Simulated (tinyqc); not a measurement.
MOSFET in saturation, small-signal circuit and noise: one step of the calculation.

Bias by the inversion coefficient IC = I/Ispec (charge-based model with velocity saturation; weak inversion below 0.1, strong above 10). Common-source circuit: gm, gds, Cgs, Cgd and Cj at the inner nodes, Rg in series with the gate; quasi-static, no source or drain resistance, no gate-body capacitance, no substrate network, no induced gate noise, so fmax is an upper estimate.

Question. Current, transconductance and gain. Ispec = 2 n mu Cox (W/L) Vt^2, lc = Ls/L, gms = [sqrt((lc IC + 1)^2 + 4 IC) - 1]/[2 + lc (lc IC + 1)], gm = gms Ispec/(n Vt), gds = sg gm.

Values chosen for this exercise:
```
symbol  value        unit                     meaning
T         273           K                 temperature
L          65          nm                 gate length
W          40          um            total gate width
Cox      1.99     uF/cm^2            gate capacitance
mu        200  cm^2/(V s)                    mobility
n        1.37                            slope factor
Ls         15          nm  velocity-saturation length
sg      0.032                            ratio gds/gm
IC       0.41                   inversion coefficient
```

Constants: q = 1.602176634e-19 C, kB = 1.380649e-23 J/K, Vt = kB T/q. Results are converted to the units shown.

Give: Ispec; I; gms; gm; gds; gm/I.

Answer.

Ispec = 371.41 uA
I = 152.28 uA
gms = 0.30396
gm = 3.5027 mS
gds = 0.11209 mS
gm/I = 23.002 1/V

Numbers from tinyqc (`OMP_NUM_THREADS=1 python tinyqc.py 2150006 2150007 out.jsonl`; about 0.01 s on one thread of a shared Intel Xeon 2.30GHz).
